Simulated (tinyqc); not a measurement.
# Metal-interlayer-semiconductor contact, depinning against tunnelling resistance: two studies

Zero bias, n-type semiconductor. Gap states at the semiconductor surface thin out as exp(-be ti), which unpins the barrier; electrons must then cross the interlayer (a rectangular barrier, no voltage drop across it) and the parabolic depleted layer, both by WKB. Energies E are counted from the Fermi level; no image force, parabolic bands.

Parameters, values chosen for the exercise; semiconductor values close to those of germanium; interlayer mass of the order of that in strontium titanate, offset chosen freely:
```
symbol,value,unit,meaning
T,300,K,temperature
Eg,0.683,eV,band gap
eps_r,16,,relative permittivity
chi,3.98,eV,electron affinity
Nc,1.04e19,cm^-3,conduction-band density of states at T
mt,0.118,m0,tunnelling mass in the semiconductor
mA,1.06,m0,Richardson mass
Nd,2.9e20,cm^-3,donor density
E0,0.087,eV,charge-neutrality level above the valence band
S0,0.05,,pinning factor without interlayer
phiM,4.49,eV,metal work function
ti,2,nm,interlayer thickness
dE,0.22,eV,conduction-band offset of the interlayer above the semiconductor
mi,0.6,m0,tunnelling mass in the interlayer
be,5.2,1/nm,decay constant of gap states through the interlayer
```

Constants: q = 1.602176634e-19 C, kB = 1.380649e-23 J/K, eps0 = 8.8541878128e-12 F/m, hbar = 1.054571817e-34 J s, h = 6.62607015e-34 J s, m0 = 9.1093837015e-31 kg, Vt = kB T/q, hbar^2/(2 m0) = 0.0380998212 eV nm^2. Results are converted to the units shown.

Each table varies one quantity; the others keep the values above.

## Contact resistivity against the interlayer thickness

S = 1/(1 + (1/S0 - 1) exp(-be ti)); phiB = S (phiM - chi) + (1 - S)(Eg - E0); xi = Ec - EF deep inside, from Nd = Nc F(-xi/Vt), F(x) = (2/sqrt(pi)) int_0^infinity sqrt(u) du/(1 + exp(u - x)); band bending U = phiB - xi; E00 = (hbar/2) sqrt(Nd/(eps0 eps_r mt m0)) in volts; A = 4 pi q mA m0 kB^2/h^3. With U = phiB - xi: for xi < E < phiB, y = (E - xi)/U and G1 = (U/E00) [sqrt(1 - y) - y ln((1 + sqrt(1 - y))/sqrt(y))], G1 = 0 above phiB; G2 = 2 ti sqrt(mi max(phiB + dE - E, 0)/C), C = hbar^2/(2 m0); f = 1/(1 + exp(E/Vt)); 1/rho_c = (A T^2/Vt^2) times the integral of exp(-G1 - G2) f over E from xi upwards. Shares under 0.001 % are printed as 0; rows without band bending are left out.

The same in every row: E00/Vt = 8.90; share above phiB (%) = 0.

Result of one run:

| ti (nm) | S | phiB (eV) | rho_c (ohm cm^2) | rho_c with G2 = 0 (ohm cm^2) | peak of the integrand (eV) |
|---|---|---|---|---|---|
| 1.6 | 0.995 | 0.510 | 1.34e-4 | 1.64e-9 | -0.0197 |

What becomes of these results when the interlayer thickness ti is changed from 1.6 to 0 nm, all else the same?

Result of the changed run:

| ti (nm) | S | phiB (eV) | rho_c (ohm cm^2) | rho_c with G2 = 0 (ohm cm^2) | peak of the integrand (eV) |
|---|---|---|---|---|---|
| 0 | 0.0500 | 0.592 | 2.23e-9 | 2.23e-9 | -0.0464 |

The whole series:

| ti (nm) | S | phiB (eV) | rho_c (ohm cm^2) | rho_c with G2 = 0 (ohm cm^2) | peak of the integrand (eV) |
|---|---|---|---|---|---|
| 0 | 0.0500 | 0.592 | 2.23e-9 | 2.23e-9 | -0.0464 |
| 0.2 | 0.130 | 0.585 | 9.68e-9 | 2.17e-9 | -0.0423 |
| 0.4 | 0.296 | 0.571 | 3.97e-8 | 2.05e-9 | -0.0386 |
| 0.6 | 0.544 | 0.549 | 1.52e-7 | 1.89e-9 | -0.0351 |
| 0.8 | 0.771 | 0.530 | 5.61e-7 | 1.76e-9 | -0.0318 |
| 1 | 0.905 | 0.518 | 2.13e-6 | 1.68e-9 | -0.0286 |
| 1.2 | 0.964 | 0.513 | 8.36e-6 | 1.65e-9 | -0.0255 |
| 1.4 | 0.987 | 0.511 | 3.33e-5 | 1.64e-9 | -0.0225 |
| 1.6 | 0.995 | 0.510 | 1.34e-4 | 1.64e-9 | -0.0197 |

As ti goes from 0 to 1.6, phiB falls from 0.592 to 0.510 eV and rho_c rises from 2.23e-9 to 1.34e-4 ohm cm^2. No thickness listed beats the bare contact: tunnelling through the layer costs more than the change of the barrier gains. The ratio of rho_c to its value with G2 = 0 runs from 1.00 to 81600.

## Contact resistivity against the donor density

Same model as above.

The same in every row: S = 0.999; phiB (eV) = 0.510.

Results:

| Nd (cm^-3) | E00/Vt | rho_c (ohm cm^2) | rho_c with G2 = 0 (ohm cm^2) | peak of the integrand (eV) | share above phiB (%) |
|---|---|---|---|---|---|
| 3.5e17 | 0.309 | 276 | 0.122 | 0.497 | 46.7 |
| 2.2e18 | 0.775 | 79.6 | 0.00549 | 0.412 | 13.5 |
| 5.7e18 | 1.25 | 16.1 | 2.13e-4 | 0.263 | 2.73 |
| 1.4e19 | 1.96 | 1.47 | 5.58e-6 | 0.0942 | 0.249 |
| 3.7e19 | 3.18 | 0.0940 | 1.77e-7 | 0.0270 | 0.0159 |
| 9.3e19 | 5.04 | 0.0118 | 1.46e-8 | 0.00238 | 0.00200 |
| 2.4e20 | 8.10 | 0.00267 | 2.23e-9 | -0.0122 | 0 |
| 6e20 | 12.8 | 0.00108 | 5.83e-10 | -0.0206 | 0 |

Estimate the missing row, Nd = 8.8e17 cm^-3.

Computed row:

| Nd (cm^-3) | E00/Vt | rho_c (ohm cm^2) | rho_c with G2 = 0 (ohm cm^2) | peak of the integrand (eV) | share above phiB (%) |
|---|---|---|---|---|---|
| 8.8e17 | 0.490 | 177 | 0.0392 | 0.474 | 30.1 |

With this row back in the table: As Nd goes from 3.5e17 to 6e20, phiB stays at 0.510 eV and rho_c falls from 276 to 0.00108 ohm cm^2. rho_c goes as Nd^(-0.48) between the first two rows and Nd^(-0.99) between the last two, while E00/Vt goes from 0.309 to 12.8 and the share above the barrier from 46.7 to 0 %. The ratio of rho_c to its value with G2 = 0 runs from 2250 to 1.85e6.

Range of the model: The depletion charge would drop about 0.23 V across such an interlayer (eps_r near 100) at ti = 2 nm and Nd = 2.9e20 cm^-3, against a band bending of 0.80 V; this model leaves that drop out.

Computed by the program tinyqc: `OMP_NUM_THREADS=1 python tinyqc.py 2270017 2270018 out.jsonl`, one thread of a shared Intel Xeon 2.30GHz, about 0.02 s for the whole run.
